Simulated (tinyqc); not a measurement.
From one set of inputs to another, one input at a time: out-diffusion of a doped substrate or buried layer into a growing epitaxial film. Computed by tinyqc, a small Python program. Command: `OMP_NUM_THREADS=1 python tinyqc.py 3015159 3015160 out.jsonl buried ladder`. One thread of a shared host (Intel(R) Xeon(R) Processor @ 2.30GHz), about 0.01 s of CPU time with the checks.

x is counted from the original substrate surface into the film, whose surface moves as x = v t. Substrate dopant has one diffusivity; the dopant of the film is taken as uniform.

The inputs printed are set A. Set A is modelled on phosphorus in silicon; the values taken over come from a set modelled on antimony in silicon. Inputs not listed in the table keep their values of set A, so the rows need not describe a real material.

Inputs (values chosen for the exercise, modelled on phosphorus in silicon): prefactor D0 = 4.67 cm^2/s; activation energy E = 3.69 eV; substrate concentration C_s = 4.1e+18 1/cm^3; film doping C_e = 3.2e+15 1/cm^3; growth rate v = 2.2 um/min; film thickness d = 2.1 um; growth temperature T = 1075 C; autodoping level at the start, as a share of C_s = 0.0002; decay length of autodoping = 0.16 um; later thermal budget (Dt)2 = 1e-10 cm^2.

Film doping: same type as the substrate.

Constants: k_B = 8.617333262e-05 eV/K.

Method:
- D = D0 exp(-E/(k_B T)); growth time t = d/v; l = 2 sqrt(D t); growth number G = v t/l = d/l; 1 um = 1e-4 cm.
- Temperatures in kelvin are T(C) + 273.15.
- After growth and the later budget: l2 = 2 sqrt(D t + (Dt)2); C(x) = (C_s/2) erfc(x/l2) + share x C_s exp(-x/decay length) for x > 0 (autodoping taken as unchanged by the later budget). The transition x_t solves C(x) = C_e, where the total doping is twice the intended value.
- Usable film = d - x_t. Also give x_t for the erfc term alone, after growth and after the later budget.

Each row keeps all changes above it:
```
input moved                                          from       to  x_t after growth, erfc alone (um)  x_t after the later budget, erfc alone (um)  growth number G
set A                                                   -        -                            0.09271                                      0.45684           50.665
decay length of autodoping (um)                      0.16     0.25                            0.09271                                      0.45684           50.665
substrate concentration C_s (1/cm^3)              4.1e+18  4.5e+18                            0.09350                                      0.46074           50.665
growth rate v (um/min)                                2.2     0.12                            0.40034                                      0.60316           11.833
film doping C_e (1/cm^3)                          3.2e+15  6.7e+15                            0.37272                                      0.56155           11.833
autodoping level at the start, as a share of C_s   0.0002    0.002                            0.37272                                      0.56155           11.833
film thickness d (um)                                 2.1      6.4                            0.65067                                      0.77446           20.657
```

Which inputs carry the difference?

x_t after growth, erfc alone goes from 0.0927 to 0.651, a factor 7.02 in all. The largest single move comes from growth rate v (a factor 4.28). x_t after the later budget, erfc alone goes from 0.457 to 0.774, a factor 1.70 in all. The largest single move comes from film thickness d (a factor 1.38), and film doping C_e works against it (a factor 0.931). Growth number G goes from 50.7 to 20.7, a factor 0.408 in all. The largest single move comes from growth rate v (a factor 0.234), and film thickness d works against it (a factor 1.75). The single moves hold for this order of the switches; the total does not depend on the order.

Extremes, crossings and ranges named in words are read from the listed rows.
